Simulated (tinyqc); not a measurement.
# Rapid thermal processing of a wafer: radiative balance, ramp and cooling, pattern effects, pyrometer error and spike budget, step by step

A worked calculation. Computed by tinyqc, a small Python program that keeps every step. Command: `OMP_NUM_THREADS=1 python tinyqc.py 3114009 3114010 out.jsonl rtp walk`. One thread of a shared host (Intel(R) Xeon(R) Processor @ 2.30GHz), about 0.05 s of CPU time with the checks. Intermediate numbers are printed to about 6 digits and carried at full precision; extremes and crossings named in words are read from the listed rows.

The wafer is opaque and uniform through its thickness unless said otherwise; temperatures in formulas are in kelvin (C + 273.15). sigma = 5.670374419e-12 W/(cm^2 K^4).

Inputs (values chosen for the exercise, modelled on a hot silicon wafer): wafer thickness d = 625 micrometre; heat capacity per volume C = 2.2 J/(cm^3 K); thermal conductivity k = 0.23 W/(cm K); emissivity eps of each face = 0.7; reflectivity of the chamber walls r = 0.63; gas heat-transfer coefficient h, both faces together = 5.3 mW/(cm^2 K); wall temperature T_w = 500 K; process temperature = 604 C; starting temperature = 500 C; ramp rate = 78 K/s; relative change of absorptivity over a pattern = 2.6 %; period of the pattern = 2.7 mm; pyrometer wavelength = 2.3 micrometre; error of the assumed emissivity = 11 %; activation energy of the process E_a = 2 eV.

Constants: k_B = 8.617333262e-05 eV/K; h = 6.62607015e-34 J s; c = 299792458 m/s; k_B = 1.380649e-23 J/K.

## Power to hold and to ramp

Effective emissivity between parallel grey plates: eps_eff = 1/(1/eps + 1/(1 - r) - 1). Loss per area q(T) = 2 eps_eff sigma (T^4 - T_w^4) + h (T - T_w). Absorbed power during a ramp = q(T) + C d x ramp rate; thermal time constant tau = C d/(dq/dT), dq/dT = 8 eps_eff sigma T^3 + h; natural cooling rate q/(C d); front-to-back difference under one-sided heating at the end of the ramp = (absorbed power) d/(2 k).

eps_eff = 0.319359

holding power q = 3.91649 W/cm^2

power at the end of the ramp = 14.6415 W/cm^2

dq/dT = 15.0769 mW/(cm^2 K)

time constant tau = 9.11990 s

natural cooling rate = 28.4836 K/s

front-to-back difference = 1.98933 K

Radiation carries 49 % of the loss. The ramp needs 3.7 times the holding power.

## Cooling curve

Cooling with the lamps off: C d dT/dt = -q(T), integrated adaptively (relative tolerance 1e-10).

Lamps off at t = 0:
```
t (s)    T (C)  cooling rate (K/s)
0.91   579.309             25.8489
1.80   557.318             23.6206
3.60   518.273             19.9204
6.40   468.802             15.6621
9.10   430.738             12.6786
14.00  378.451              8.9456
23.00  317.462              5.0514
36.00  271.458              2.3903
```

The rate falls from 28.5 K/s at t = 0 to 2.39 K/s in the last row.

## Thermal budget of a spike

Spike anneal: linear ramp to the peak, then lamps off. Equivalent time at the peak = int exp(-(E_a/k_B)(1/T - 1/T_peak)) dt; estimate (k_B T^2/E_a)(1/ramp rate + 1/cooling rate). The ramp part uses 4000 trapezoid steps, the cooling part 4000 steps over 4 tau. Time within 50 K of the peak from the same curves.

equivalent time, ramp = 0.387232 s

equivalent time, cooling = 1.22875 s

equivalent time, total = 1.61599 s

estimate = 1.58885 s

time within 50 K of the peak = 2.58248 s

Cooling supplies 76 % of the budget.

## What a faster ramp buys

The formulas are those given above.

Against the ramp rate:
```
ramp (K/s)  ramp part (s)  cooling part (s)  total (s)  power at the peak (W/cm^2)
10                3.02041           1.22875    4.24916                       5.291
25                1.20816           1.22875    2.43692                       7.354
50                0.60408           1.22875    1.83284                      10.791
100               0.30204           1.22875    1.53079                      17.666
250               0.12082           1.22875    1.34957                      38.291
500               0.06041           1.22875    1.28916                      72.666
1000              0.03020           1.22875    1.25896                     141.416
```

From 10 to 100 K/s the total falls by a factor 2.8, from 100 to 1000 K/s by 1.22: the cooling part, 1.23 s, is a floor, and the natural cooling rate here is 28.5 K/s.

## Pattern effect

At steady state a sinusoidal change of absorbed power of relative amplitude a and period p gives the temperature amplitude a q/(dq/dT + k d (2 pi/p)^2); healing length l = sqrt(k d/(dq/dT)); process change = E_a dT/(k_B T^2). Emissivity is taken as unchanged.

healing length l = 9.76444 mm

amplitude without lateral conduction = 6.75395 K

amplitude = 0.0130554 K

change of the process rate = 0.0393822 %

Lateral conduction cuts the amplitude to 0.19 %, since p/(2 pi l) = 0.044.

## Pyrometer error

Signal proportional to eps/(exp(c2/(lambda T)) - 1), c2 = h c/k_B. If the assumed emissivity is too high by the given error, the reading T' solves (1 + error)/(exp(c2/(lambda T')) - 1) = 1/(exp(c2/(lambda T)) - 1). Wien estimate: T' - T = -lambda T^2 ln(1 + error)/c2. Process rates go as exp(-E_a/(k_B T)).

c2 = 14387.8 micrometre K

c2/(lambda T) = 7.13168

reading less true temperature = -12.6410 K

Wien estimate = -12.8356 K

rate at T over rate at T', less 1 = 47.2405 %

Caution: below about 600 C lightly doped silicon is partly transparent at this wavelength, so its emissivity is not yet the hot value early in the ramp.

Checks made by the program: cooling time against quadrature of C d dT/q (relative difference 2e-07).
